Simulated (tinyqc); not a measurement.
Binding against well width: donor or exciton in a quantum well (variational effective-mass method). Computed by tinyqc, a small Python program. Command: `OMP_NUM_THREADS=1 python tinyqc.py 3012708 3012709 out.jsonl welldonor walk`. One thread of a shared host (Intel(R) Xeon(R) Processor @ 2.30GHz), about 0.04 s of CPU time with the checks.

H = -nabla^2 - 2/|r - r_i| + V(z) in effective units; trial function psi = f(z) exp(-|r - r_i|/lambda), f the ground state of the well. Mass and screening are the same in well and barrier; l = L/a* is the width in effective units. Bands are flat: no polarisation or applied field.

Inputs (values chosen for the exercise, modelled on InAs):
```
quantity                               value  unit
electron mass m                       0.0264   m_0
dielectric constant eps                 15.6     -
well width L                              18    nm
donor position z_i/L from the centre     0.5     -
```

Centre: donor. Barriers: infinite.

Constants: Ry = 13.605693123 eV; a_0 = 0.529177210903 angstrom; hbar^2/(2 m_0) = 3.80998212 eV angstrom^2.

Method:
- Ry* = Ry m/eps^2, a* = a_0 eps/m; l = L/a*.
- k = pi/l; f = cos(k z) inside and zero outside; subband energy k^2 Ry*.
- Binding E_b(lambda) = -1/lambda^2 + 4 A/(lambda B), with A = int f^2 exp(-2 s/lambda) dz, B = int f^2 exp(-2 s/lambda)(1 + 2 s/lambda) dz and s = |z - z_i|; 40 Gauss-Legendre points on each piece between the walls at z = -l/2 and l/2 and z_i.
- Each row maximises over lambda (golden section, 0.3 to 4).

a* = 31.2696 nm

Ry* = 1.47596 meV

Against width:
```
L (nm)  lambda (a*)  binding (Ry*)  binding (meV)
1.4          0.5790         3.4343         5.0689
2.7          0.6398         3.0772         4.5418
5.4          0.7449         2.5820         3.8110
9.9          0.8846         2.0936         3.0900
18.0         1.0796         1.6184         2.3887
32.0         1.3311         1.2115         1.7881
58.0         1.6579         0.8685         1.2819
```

What follows from these numbers?

The binding is largest in the narrowest well, 3.434 Ry* at 1.4 nm, on the way to 4. In the widest well it is 0.869 Ry*; below 1 because the donor is on the wall, where the envelope is small. In the narrow rows the confinement energy passes real barrier heights: infinite walls and a parabolic band fail, and with real barriers the binding peaks and falls.

Extremes, crossings and ranges named in words are read from the listed rows.
